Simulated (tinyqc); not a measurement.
Worked calculation: phonon transmission through an interface between two chains by Green functions. Computed by tinyqc, a small Python program that keeps every step. Command: `OMP_NUM_THREADS=1 python tinyqc.py 3013901 3013902 out.jsonl agf walk`. One thread of a shared host (Intel(R) Xeon(R) Processor @ 2.30GHz), about 0.01 s of CPU time with the checks. Intermediate numbers are printed to about 6 digits and carried at full precision; extremes and crossings named in words are read from the listed rows.

Two semi-infinite chains (masses m_1, m_2; springs k_1, k_2), motion along the chain. The central region holds the end atom of each chain, joined by springs k_b. lambda = omega^2 in eV/(angstrom^2 u); nu = 15.6333042 THz x sqrt(lambda).

Inputs (values chosen for the exercise, for two model chains):
```
quantity                          value           unit
mass m_1                           15.2              u
spring k_1                         7.37  eV/angstrom^2
mass m_2                           73.1              u
spring k_2                         4.89  eV/angstrom^2
junction spring k_b                2.36  eV/angstrom^2
probe frequency / lower band top   0.29              -
temperature T                        20              K
```

Atoms in the interlayer: none.

Constants: nu for 1 eV/(angstrom^2 u) = 15.6333042 THz; h x 1 THz = 4.135667696 meV; k_B = 8.617333262e-05 eV/K; k_B = 1.380649e-23 J/K; h = 6.62607015e-34 J s.

## Band tops and impedances

nu_max = 15.6333042 THz x 2 sqrt(k/m); impedance Z = sqrt(k m); long-wave transmission 4 Z_1 Z_2/(Z_1 + Z_2)^2; the probe frequency is the given share of the lower band top.

band top of chain 1 = 21.7717 THz

band top of chain 2 = 8.08680 THz

Z_1 = 10.5841 sqrt(eV u)/angstrom

Z_2 = 18.9066 sqrt(eV u)/angstrom

long-wave transmission = 0.920360

probe frequency = 2.34517 THz

## Self-energies and the matrix at the probe frequency

In chain i, sin(q_i a/2) = nu/nu_max,i. An outgoing wave makes the next atom move as exp(i q_i a) times the end atom, so the lead adds the self-energy Sigma_i = -k_i exp(i q_i a) to the force-constant matrix; Gamma_i = -2 Im Sigma_i = 2 k_i sin(q_i a). A = lambda M - K - Sigma over the central atoms, with K_ii the sum of the springs at i, K_(i,i+1) = -k_b; G = inverse of A; transmission = Gamma_1 Gamma_2 |G_(first,last)|^2.

q_1 a = 0.215852 rad

q_2 a = 0.588454 rad

Gamma_1 = 3.15700 eV/angstrom^2

Gamma_2 = 5.42864 eV/angstrom^2

A (complex symmetric) (eV/angstrom^2):
```
                   end of 1           end of 2
end of 1  -2.18897+1.57850i            2.36000
end of 2            2.36000  -1.53750+2.71432i
```

## Transmission at the probe frequency

The formulas are those given above.

G_(first,last) = 0.136561-0.176126i angstrom^2/eV

transmission = 0.851240

It is below the long-wave value 0.920.

## Thermal conductance

Landauer conductance G = k_B int tau(nu) x^2 e^x/(e^x - 1)^2 d nu, x = h nu/(k_B T), from 0 to the lower band top (240 Gauss-Legendre points in s from 0 to 1, nu = nu_top sin(pi s/2)); tau is the transmission, and its thermal mean is G over the value for tau = 1 in the same window; the quantum is g_0 = pi^2 k_B^2 T/(3 h).

conductance G = 17.0938 pW/K

thermal mean of the transmission = 0.903068

G/g_0 = 0.903068

## Transmission spectrum against simple models

Long-wave value 4 Z_1 Z_2/(Z_1 + Z_2)^2. Continuum estimate, with omega = sqrt(lambda): a massless extra compliance c = 1/k_b - 1/(2 k_1) - 1/(2 k_2), tau = long-wave value/[1 + (omega c Z_1 Z_2/(Z_1 + Z_2))^2].

Transmission:
```
nu/nu_top  nu (THz)  Green function  long-wave value  continuum estimate
0.05        0.40434        0.918258         0.920360            0.918540
0.15        1.21302        0.901550         0.920360            0.904235
0.25        2.02170        0.868691         0.920360            0.876921
0.35        2.83038        0.820689         0.920360            0.838910
0.45        3.63906        0.758805         0.920360            0.793074
0.55        4.44774        0.684238         0.920360            0.742373
0.65        5.25642        0.597642         0.920360            0.689478
0.75        6.06510        0.498168         0.920360            0.636564
0.85        6.87378        0.380682         0.920360            0.585233
0.92        7.43985        0.277150         0.920360            0.550837
0.98        7.92506        0.141196         0.920360            0.522578
```

The transmission starts at the impedance value 0.920 and vanishes at the lower band top, 8.09 THz, above which chain 2 has no states. It first falls below half of that value at nu/nu_top = 0.85. The continuum estimate is within 0.05 up to nu/nu_top = 0.45; it leaves out dispersion.

## Conductance against temperature

The formulas are those given above.

Conductance:
```
T (K)  G (pW/K)  mean transmission      G/g_0  G for transmission 1 (pW/K)
1      0.871016           0.920316   0.920316                     0.946431
5       4.35008           0.919259   0.919259                      4.73216
20      17.0938           0.903068   0.903068                      18.9286
50      38.7523           0.827240   0.818915                      46.8453
100     58.3094           0.731904   0.616097                      79.6680
200     69.1205           0.683258   0.365164                      101.163
400     72.7176           0.668293   0.192084                      108.811
800     73.6928           0.664345  0.0973299                      110.925
```

At 1 K G/g_0 = 0.920; as T goes to 0 it tends to the long-wave transmission, where only the impedances count. Towards high T all modes count more and more alike; at 800 K G is 73.7 pW/K and the mean transmission is 0.664, which is at least 0.7 of the low-T value.

Checks made by the program: low-frequency limit against the impedance formula (relative difference 9e-09); unitarity: Gamma_1 |G_11|^2 + Gamma_2 |G_1N|^2 = -2 Im G_11 (relative difference below 1e-10); conductance against a 1500-point midpoint sum (relative difference below 1e-10).
